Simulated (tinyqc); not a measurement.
# AlGaN/GaN HEMT with access regions, lumped model: effects of single changes

A polarisation-induced electron sheet under a Schottky gate, in series with two ungated access regions and contacts. Drift law v = mu E/(1 + mu E/vs) under the gate. Currents in mA/mm, resistances in ohm mm. No self-heating, no channel-length modulation; fits for polarisation, barrier and offset are chosen for the exercise.

Values chosen for this exercise; values close to those of AlGaN/GaN structures:
```
symbol,value,unit,meaning
x,0.32,,aluminium share of the barrier
d,15,nm,barrier thickness
eps_r,9.3,,relative permittivity of barrier and channel
mu,1600,cm^2/(V s),channel mobility
vs,1.4e7,cm/s,saturation velocity
Lg,0.25,um,gate length
Ls,0.5,um,source access length
Ld,2,um,drain access length
Rc,0.52,ohm mm,resistance of each contact
ft,0,,share of the drain-access electrons removed by traps
Vg,-0.5,V,gate voltage
```

Constants: q = 1.602176634e-19 C, eps0 = 8.8541878128e-14 F/cm where lengths are in cm. Results are converted to the units shown.

Each table varies one quantity; the others keep the values above.

## Effect of the gate voltage

sigma = (5e13 x + 1.6e13 x^2) cm^-2, phiB = 0.84 + 1.3 x, dEc = 0.7 (1.71 x + x^2) in volts, Cb = eps0 eps_r/d, VT = phiB - dEc - q sigma/Cb, access density n0 = -Cb VT/q. Access resistance R(L, n) = L/(q mu n sqrt(1 - (I/(q n vs))^2)); Rs = Rc + R(Ls, n0), Rd = Rc + R(Ld, (1 - ft) n0). Vg' = Vg - I Rs, Vd' = Vd - I (Rs + Rd); with u = Vg' - VT, Vc = vs Lg/mu and w the smaller of Vd' and Vc [sqrt(1 + 2 u/Vc) - 1] (0 if negative), the channel gives (mu Cb/Lg)(u w - w^2/2)/(1 + w/Vc). I equals that channel current. Isat is I at Vd = 10 V, gm = dIsat/dVg, Ron the limit of Vd/I at small Vd.

The same in every row: VT (V) = -4.347; n0 (cm^-2) = 1.489e13.

Result of one run:

| Vg (V) | Ron (ohm mm) | Isat (mA/mm) | gm (mS/mm) |
|---|---|---|---|
| -2.4 | 1.841 | 678.0 | 413.4 |

What becomes of these results when the gate voltage Vg is changed from -2.4 to -0.8 V, all else the same?

Result of the changed run:

| Vg (V) | Ron (ohm mm) | Isat (mA/mm) | gm (mS/mm) |
|---|---|---|---|
| -0.8 | 1.775 | 1358 | 431.7 |

The whole series:

| Vg (V) | Ron (ohm mm) | Isat (mA/mm) | gm (mS/mm) |
|---|---|---|---|
| -3.9 | 2.332 | 104.1 | 320.3 |
| -3.1 | 1.923 | 395.4 | 391.4 |
| -2.4 | 1.841 | 678.0 | 413.4 |
| -1.6 | 1.798 | 1014 | 426.0 |
| -0.8 | 1.775 | 1358 | 431.7 |
| 0 | 1.760 | 1704 | 431.8 |
| 0.7 | 1.751 | 2004 | 426.7 |
| 1.5 | 1.744 | 2341 | 411.8 |

As Vg goes from -3.9 to 1.5 V, Ron falls from 2.33 to 1.74 ohm mm, Isat rises from 104 to 2340 mA/mm and gm goes from 320 through a maximum of 432 (at Vg = 0 V among the rows listed) to 412 mS/mm. The ceiling Cb vs is 769 mS/mm. For Vg = -2.4 to 1.5 V the power passes 5 W/mm, where self-heating, left out here, lowers the current. At Vg = 1.5 V Vg comes within 0.2 V of phiB or passes it, so at low drain current, as for Ron, the Schottky gate would conduct.

## Effect of the share of the drain-access electrons removed by traps

Same model as above.

The same in every row: VT (V) = -4.347; n0 (cm^-2) = 1.489e13.

Results:

| ft | Ron (ohm mm) | Isat (mA/mm) | gm (mS/mm) |
|---|---|---|---|
| 0 | 1.769 | 1487 | 432.4 |
| 0.1 | 1.827 | 1487 | 432.4 |
| 0.2 | 1.900 | 1487 | 432.4 |
| 0.3 | 1.993 | 1487 | 432.4 |
| 0.4 | 2.118 | 1487 | 432.4 |
| 0.5 | 2.293 | 1487 | 432.4 |
| 0.7 | 2.991 | 982.5 | 0.3738 |

Estimate the missing row, ft = 0.6.

Computed row:

| ft | Ron (ohm mm) | Isat (mA/mm) | gm (mS/mm) |
|---|---|---|---|
| 0.6 | 2.555 | 1306 | 2.469 |

With this row back in the table: As ft goes from 0 to 0.7, Ron rises from 1.77 to 2.99 ohm mm, Isat falls from 1490 to 982 mA/mm and gm falls from 432 to 0.374 mS/mm. The ceiling Cb vs is 769 mS/mm. In every row the power passes 5 W/mm, where self-heating, left out here, lowers the current. For ft = 0.6 to 0.7 the gated channel is not yet saturated at 10 V, because the access regions take the voltage, and gm drops.

## Effect of the source access length

Same model as above.

The same in every row: VT (V) = -4.347; n0 (cm^-2) = 1.489e13.

Effect of the source access length:

| Ls (um) | Ron (ohm mm) | Isat (mA/mm) | gm (mS/mm) |
|---|---|---|---|
| 0.1 | 1.664 | 1568 | 462.9 |
| 0.3 | 1.716 | 1526 | 446.8 |
| 0.6 | 1.795 | 1469 | 425.6 |
| 1 | 1.900 | 1400 | 401.6 |
| 1.5 | 2.031 | 1324 | 376.4 |
| 2.5 | 2.293 | 1198 | 336.6 |
| 4 | 2.686 | 1051 | 292.9 |

Read the table: what changes, and by how much?

As Ls goes from 0.1 to 4 um, Ron rises from 1.66 to 2.69 ohm mm, Isat falls from 1570 to 1050 mA/mm and gm falls from 463 to 293 mS/mm. The ceiling Cb vs is 769 mS/mm. In every row the power passes 5 W/mm, where self-heating, left out here, lowers the current.

Numbers from tinyqc (`OMP_NUM_THREADS=1 python tinyqc.py 2570163 2570164 out.jsonl`; about 0.03 s on one thread of a shared Intel Xeon 2.30GHz).
